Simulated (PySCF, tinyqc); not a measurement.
Coupled-perturbed Hartree-Fock on RHF in the sto-3g basis, for H4, spin multiplicity 1, step by step. The lowest restricted solution is unstable here: a spin-polarised one lies 0.0107 hartree lower (PySCF). One step of it, computed by the program tinyqc.

Task: Response to a field: uncoupled start. Field along z; U_ai = -mu_ai / (e_a - e_i), alpha = -4 sum U_ai mu_ai.

orbital energies (hartree): MO1 -0.539187, MO2 -0.323973, MO3 0.277848, MO4 0.516419

dipole integrals <a|z|i> (bohr):
```
           i1         i2
a3  -1.194942   0.000000
a4   0.000000  -1.152345
```

Give: uncoupled U; uncoupled polarisability.

Result:

uncoupled U:
```
        i1      i2
a3  1.4625  0.0000
a4  0.0000  1.3712
```

uncoupled polarisability = 13.3109 bohr^3
